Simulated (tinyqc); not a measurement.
## Absorption edge of a degenerate semiconductor, band filling against gap narrowing: approximations to the Fermi level

n-type, parabolic bands, full ionisation. eta = (EF - Ec)/kB T solves N = Nc F12(eta), F12(x) = (2/sqrt(pi)) int_0^infinity sqrt(u)/(1 + exp(u - x)) du. The gap shrinks rigidly by dEg = a3 y^(1/3) + a4 y^(1/4) + a2 y^(1/2), y = N/1e18 cm^-3, an empirical law that is here taken as the true narrowing.

With u = N/Nc: Boltzmann ln u; Joyce-Dixon ln u + 0.353553 u - 4.95009e-3 u^2 + 1.48386e-4 u^3 - 4.42563e-6 u^4; degenerate limit (3 sqrt(pi) u/4)^(2/3). The Einstein ratio is D/(mu Vt) = F12/Fm, Fm(x) = dF12/dx = (1/sqrt(pi)) int_0^infinity u^(-1/2)/(1 + exp(u - x)) du.

Parameters, values chosen for the exercise: conduction-band density of states at 400 K, from me Nc = 8.68e17 cm^-3.

Result of one run:
```
N (cm^-3)	N/Nc	eta	Boltzmann	Joyce-Dixon	degenerate	D/(mu Vt)
1.8e18	2.0737	1.4425	0.72935	1.4425	1.9660	1.6943
```

What becomes of these results when the ionised donor density N is changed from 1.8e18 to 8.7e17 cm^-3, all else the same?

Result of the changed run:
```
N (cm^-3)	N/Nc	eta	Boltzmann	Joyce-Dixon	degenerate	D/(mu Vt)
8.7e17	1.0023	0.35184	0.0023015	0.35184	1.2109	1.3449
```

The whole series:
```
N (cm^-3)	N/Nc	eta	Boltzmann	Joyce-Dixon	degenerate	D/(mu Vt)
4.9e16	0.056452	-2.8544	-2.8744	-2.8544	0.17791	1.0199
1e17	0.11521	-2.1204	-2.1610	-2.1204	0.28625	1.0406
2.1e17	0.24194	-1.3338	-1.4191	-1.3338	0.46942	1.0850
4.2e17	0.48387	-0.55601	-0.72594	-0.55601	0.74515	1.1688
8.7e17	1.0023	0.35184	0.0023015	0.35184	1.2109	1.3449
1.8e18	2.0737	1.4425	0.72935	1.4425	1.9660	1.6943
3.6e18	4.1475	2.8131	1.4225	2.8130	3.1209	2.3232
7.4e18	8.5253	4.8701	2.1430	4.8660	5.0454	3.4972
1.5e19	17.281	7.9767	2.8496	7.8522	8.0811	5.4612
3.1e19	35.714	13.048	3.5756	9.4479	13.111	8.7840
```

Boltzmann is within 0.1 of eta up to N/Nc = 0.24, Joyce-Dixon within 0.01 up to 8.5, and the degenerate limit is off by 0.063 in the last row. The Einstein ratio rises from 1.02 to 8.78: degenerate carriers diffuse faster for the same mobility.

Range of the model: Band tails, non-parabolic bands and incomplete ionisation are left out.

Program tinyqc, `OMP_NUM_THREADS=1 python tinyqc.py 2330116 2330117 out.jsonl`; Intel Xeon 2.30GHz, shared host, one thread, about 0.01 s.
